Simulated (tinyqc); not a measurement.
# p-n diode, drift-diffusion by the Gummel loop with Scharfetter-Gummel fluxes: effects of single changes

Abrupt junction at x = 0, p side from -Lp, n side to Ln, ohmic contacts. psi is counted from the intrinsic level; n = ni exp((psi - phin)/Vt), p = ni exp((phip - psi)/Vt). Contacts: p side psi = V - Vt ln(Na/ni), p = Na, n = ni^2/Na; n side psi = Vt ln(Nd/ni), n = Nd, p = ni^2/Nd. Constant mobilities, D = mu Vt, Boltzmann statistics, SRH recombination through a mid-gap level, U = (n p - ni^2)/(tp (n + ni) + tn (p + ni)). Current is positive from the p contact to the n contact.

Parameters, values chosen for the exercise; band and dielectric values close to those of silicon: temperature T = 275 K; band gap Eg = 1.14 eV; relative permittivity eps_r = 11.7; conduction-band density of states at T Nc = 2.43e19 cm^-3; valence-band density of states at T Nv = 2.35e19 cm^-3; acceptor density of the p side Na = 1.1e16 cm^-3; donor density of the n side Nd = 5.4e16 cm^-3; electron mobility mun = 1100 cm^2/(V s); hole mobility mup = 370 cm^2/(V s); SRH lifetime of electrons tn = 4e-10 s; SRH lifetime of holes tp = 4e-10 s; length of the p side Lp = 1.1 um; length of the n side Ln = 1.6 um; uniform generation rate G = 0 cm^-3 s^-1.

Constants: q = 1.602176634e-19 C, kB = 1.380649e-23 J/K, Vt = kB T/q, eps0 = 8.8541878128e-14 F/cm where lengths are in cm. Results are converted to the units shown.

Each table varies one quantity; the others keep the values above.

## Current against voltage in the dark

ni = sqrt(Nc Nv) exp(-Eg/(2 Vt)), Eg in volts. Poisson and both continuity equations are solved self-consistently with Scharfetter-Gummel fluxes on a graded mesh of 500 nodes. J_scr is q times the integral of U between -xp and xn. Ideal diffusion current J_id = q ni^2 [Dn coth(wp/Le)/(Le Na) + Dp coth(wn/Lh)/(Lh Nd)] (exp(V/Vt) - 1), Le = sqrt(Dn tn), Lh = sqrt(Dp tp), wp = Lp - xp, wn = Ln - xn, with xp and xn from the depletion approximation (W = sqrt(2 eps0 eps_r (Vbi - V)(1/Na + 1/Nd)/q), xp = W Nd/(Na + Nd), xn = W Na/(Na + Nd), Vbi = Vt ln(Na Nd/ni^2)). Ideality factor = 0.004 V/(Vt ln[J(V + 0.004 V)/J(V)]). Here G = 0.

In this table G = 0 cm^-3 s^-1.

Current against voltage in the dark:

| V (V) | J (A/cm^2) | ideality factor | J_scr/J (%) | J_id (A/cm^2) | share recombining at the contacts (%) | larger minority/doping at -xp and xn |
|---|---|---|---|---|---|---|
| 0.16 | 1.18e-5 | 1.88 | 100 | 3.70e-9 | 0.0212 | 8.00e-12 |
| 0.23 | 5.64e-5 | 1.89 | 99.9 | 7.03e-8 | 0.0834 | 1.52e-10 |
| 0.3 | 2.69e-4 | 1.88 | 99.5 | 1.33e-6 | 0.328 | 2.90e-9 |
| 0.37 | 0.00132 | 1.83 | 98.1 | 2.53e-5 | 1.26 | 5.51e-8 |
| 0.43 | 0.00539 | 1.75 | 94.2 | 3.16e-4 | 3.78 | 6.85e-7 |
| 0.5 | 0.0318 | 1.55 | 81.4 | 0.00598 | 12.0 | 1.29e-5 |
| 0.57 | 0.252 | 1.30 | 55.6 | 0.113 | 28.2 | 2.41e-4 |
| 0.64 | 2.88 | 1.14 | 27.7 | 2.15 | 45.1 | 0.00436 |
| 0.7 | 27.0 | 1.16 | 12.4 | 26.6 | 54.7 | 0.0456 |

What does the comparison show?

J rises from 1.18e-5 to 27.0 A/cm^2; the ideality factor moves up and down between 1.14 and 1.89. Recombination in the depleted layer carries over half of the current up to V = 0.57 V, where the factor is 1.30; it grows roughly as exp(V/2 Vt), so diffusion overtakes it. Where the factor is lowest (V = 0.64 V), J is 34 % above the ideal diffusion current.

## Effect of the hole mobility at fixed bias

Same model as above.

In this table V = 0.58 V.

Effect of the hole mobility at fixed bias:

| mup (cm^2/(V s)) | J (A/cm^2) | ideality factor | J_scr/J (%) | J_id (A/cm^2) | share recombining at the contacts (%) | larger minority/doping at -xp and xn |
|---|---|---|---|---|---|---|
| 37 | 0.336 | 1.29 | 52.6 | 0.163 | 31.2 | 3.62e-4 |
| 61 | 0.339 | 1.28 | 52.4 | 0.164 | 31.1 | 3.64e-4 |
| 100 | 0.341 | 1.28 | 52.2 | 0.166 | 30.9 | 3.65e-4 |
| 170 | 0.344 | 1.28 | 51.9 | 0.168 | 30.8 | 3.65e-4 |
| 270 | 0.347 | 1.27 | 51.6 | 0.170 | 30.7 | 3.66e-4 |
| 450 | 0.350 | 1.27 | 51.0 | 0.174 | 30.9 | 3.66e-4 |
| 740 | 0.355 | 1.26 | 50.3 | 0.179 | 31.4 | 3.66e-4 |

What does the table show?

As mup rises from 37 to 740, J rises from 0.336 to 0.355 A/cm^2, the share of the depleted layer falls from 52.6 to 50.3 % and the share lost at the contacts goes from 31.2 through a minimum of 30.7 (at mup = 270 among the rows listed) to 31.4 %. The exponent d ln J/d ln mup is 0.02 between the first two rows and 0.03 between the last two. J less J_scr is 1.4 % below J_id in the last row.

Computed by the program tinyqc: `OMP_NUM_THREADS=1 python tinyqc.py 2240098 2240099 out.jsonl`, one thread of a shared Intel Xeon 2.30GHz, about 0.1 s for the whole run.
